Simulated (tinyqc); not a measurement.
Ferroelectric with a first-order transition, Landau-Devonshire energy: one step of the calculation.

One domain with free energy u = al P^2 + be P^4 + ga P^6 - E P, al = a0 (T - T0), be < 0 < ga (P in uC/cm^2, E in kV/cm, u in mJ/cm^3). Equilibrium: E = 2 al P + 4 be P^3 + 6 ga P^5; a state is stable against small changes where dE/dP > 0. The coercive field is that of uniform switching, which real films, switching by domains, do not reach.

Question. Polarisation on the upper branch by Newton steps. f = 2 al P + 4 be P^3 + 6 ga P^5 - Ea, f' = 2 al + 12 be P^2 + 30 ga P^4, P(new) = P - f/f'.

Values chosen for this exercise:
```
symbol,value,unit,meaning
be,-0.00013,kV cm^5/uC^3,quartic coefficient
ga,3.3e-8,kV cm^9/uC^5,sixth-order coefficient
Ea,84,kV/cm,applied field
```

P at the start = 75.1 uC/cm^2
al = -0.5 kV cm/uC

Find: f; f'; P after iteration 1.

Answer.

f = 93.650 kV/cm
f' = 21.693 kV cm/uC
P after iteration 1 = 70.783 uC/cm^2

Numbers from tinyqc (`OMP_NUM_THREADS=1 python tinyqc.py 2860022 2860023 out.jsonl`; about 0.01 s on one thread of a shared Intel Xeon 2.30GHz).
